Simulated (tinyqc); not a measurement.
Electroplating on a thin resistive seed layer: kinetics, Wagner number and the terminal effect across a wafer: one step, computed by the program tinyqc.

Current enters the seed at the rim. The bath is treated as a local resistance per area (no lateral flow in the liquid), two electrons per ion, molar volume 7.11 cm^3/mol, Faraday constant F = e N_A, kinematic viscosity 0.01 cm^2/s, omega = 2 pi x rpm/60; k_B T/e is in volts.

Problem. Linear estimate of the terminal effect. Linearised: with R_t = kinetic + bath resistance the current density obeys (1/r)(r i')' = i R_s/R_t, so i = A I_0(r/l), l = sqrt(R_t/R_s); with x = R/l, edge/centre = I_0(x) and edge/mean = x I_0(x)/(2 I_1(x)). Voltage drop in the seed for a uniform current: i R_s R^2/4.

Inputs (values chosen for the exercise, of the order of those for copper plating on a thin cobalt or ruthenium seed): wafer radius R = 10 cm; mean current density = 2.2 mA/cm^2; temperature T = 298 K.

kinetic resistance = 18.52789 ohm cm^2

bath resistance R_b = 346.75 ohm cm^2

sheet resistance R_s = 1.818182 ohm/square

Give: length l; x = R/l; edge over centre, linear; edge over mean, linear; drop for uniform current.

Solution.

length l = 14.17 cm

x = R/l = 0.7055

edge over centre, linear = 1.128

edge over mean, linear = 1.061

drop for uniform current = 100 mV

For small x edge/centre is 1 + x^2/4 = 1.124.
